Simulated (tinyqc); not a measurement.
Worked calculation: UKS/PBE in the sto-6g basis, for H4, spin multiplicity 3. This run ends on a higher stationary point, not on the lowest solution. One step of it, computed by the program tinyqc.

Problem. Orthogonalisation. S = U s U^T; symmetric (Loewdin) form X = U s^(-1/2) U^T, so that X^T S X = 1.

overlap S, lower triangle:
```
          1H 1s     2H 1s     3H 1s     4H 1s
1H 1s  1.000000
2H 1s  0.417360  1.000000
3H 1s  0.022487  0.154828  1.000000
4H 1s  0.002543  0.022487  0.417360  1.000000
```

Give: eigenvalues of S; X.

Solution.

eigenvalues of S: 0.519  0.632  1.323  1.525

X, lower triangle:
```
        1H 1s   2H 1s   3H 1s  4H 1s
1H 1s   1.076
2H 1s  -0.238   1.087
3H 1s   0.017  -0.091   1.087
4H 1s  -0.004   0.017  -0.238  1.076
```
